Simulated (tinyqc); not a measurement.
Polytypes by hexagonality, and a cubic inclusion as a quantum well: sweeps and comparisons. A value that a table varies takes the place of the one given here.

Gap: E3 + (E2 - E3) h. Valence top Ev2 h and polarisation P2 h, both counted from 3C; Ec = Ev + gap.

A cubic inclusion of width L = N d in the host (h = 1) is a well of depth V = Ec(host) - Ec(3C). Square well with mass mismatch: k tan(k L/2) = (m_w/m_b) q, k = sqrt(m_w E/c), q = sqrt(m_b (V - E)/c), c = hbar^2/2m0, lowest root. The depth of the level, V - E, is its binding, and the transition to the valence top of the host is gap(host) - (V - E). The step in polarisation gives a field |F| = |P|/(eps eps0) in a thin inclusion, eps0 = 8.8541878e-12 F/m.

Constants: hbar^2/2m0 = 3.80998211 eV angstrom^2.

Values chosen for the exercise (of the order of those of InAs; the results hold for these values, not for the real material):
```
symbol  value           unit      meaning
E3      0.412           eV        gap of the cubic polytype
E2      0.457           eV        gap of 2H
Ev2     0.044           eV        valence top of 2H above that of 3C
P2      0.0018          C/m^2     spontaneous polarisation of 2H
m       (0.025, 0.026)  m0        electron mass along c in the cubic layer and in the host
d       3.501           angstrom  thickness of a double layer
eps     15.1                      dielectric constant
N       18                        double layers in the cubic inclusion
```

## Width of the inclusion

Without the field: square well. With it, the potential inside is |F| (z - L/2), the host conduction edge lies at V - |F| L/2 on one side and V + |F| L/2 on the other, and the lowest level E_F is found by finite differences (step 0.25 angstrom, wide box, good to about 1 meV). Holes sit in the host on the high side, so the transition is gap(host) - V + E_F - |F| L/2. A dash: bound by less than 2 meV or not at all.

Results:
```
N   L (angstrom)  depth (eV)  transition (eV)  depth below the low side, with field (eV)  transition with field (eV)
2           7.00       0.001            0.456                                          -                           -
4          14.00       0.003            0.454                                          -                           -
6          21.01       0.005            0.452                                          -                           -
10         35.01       0.013            0.444                                          -                           -
15         52.52       0.024            0.433                                          -                           -
20         70.02       0.034            0.423                                      0.004                       0.359
30        105.03       0.050            0.407                                      0.006                       0.310
```

The square well binds a level even at N = 2 (1 meV), as any symmetric one-dimensional well does; the depth grows to 50 of 89 meV, and the transition tends to E3 - Ev(host) = 0.368 eV. With the field the level is bound by 2 meV or more for N = 20 and 30, and the transition is lowered by 63 meV at N = 20 and 97 meV at N = 30, where |F| L/2 = 71 meV. Free carriers or surface charge screen the field and the step between the two sides; with the field removed every row returns to its square-well depth, and the attraction to the hole, left out here, binds the electron further.

## What each parameter does

Well depth, depth of the level, transition without the field and field. Each row changes one parameter from the base and keeps the others.

Results:
```
case                  V (eV)  depth (eV)  transition (eV)  |F| (MV/cm)
base                  0.0890      0.0306           0.4264        0.135
N = 19                0.0890      0.0326           0.4244        0.135
Ev2 = 0.074 eV        0.1190      0.0481           0.4089        0.135
E3 = 0.392 eV         0.1090      0.0420           0.4150        0.135
E2 = 0.487 eV         0.1190      0.0481           0.4389        0.135
P2 = 0.0023 C/m^2     0.0890      0.0306           0.4264        0.172
eps = 16.1            0.0890      0.0306           0.4264        0.126
m = (0.03, 0.026) m0  0.0890      0.0314           0.4256        0.135
```

The largest shifts from the base row, up to three for each result and ties (the steps differ in size, so this ranks the rows, not the parameters). V (eV): Ev2 +0.0300, E2 +0.0300, E3 +0.0200; unchanged at the printed digits by N, P2, eps and m. depth (eV): Ev2 +0.0175, E2 +0.0175, E3 +0.0115; unchanged at the printed digits by P2 and eps. transition (eV): Ev2 -0.0175, E2 +0.0125, E3 -0.0115; unchanged at the printed digits by P2 and eps. |F| (MV/cm): P2 +0.037, eps -0.008; unchanged at the printed digits by N, Ev2, E3, E2 and m.

Program tinyqc; command `OMP_NUM_THREADS=1 python tinyqc.py 1880021 1880022 out.jsonl`; about 0.2 s on one thread of a shared Intel(R) Xeon(R) Processor @ 2.30GHz.
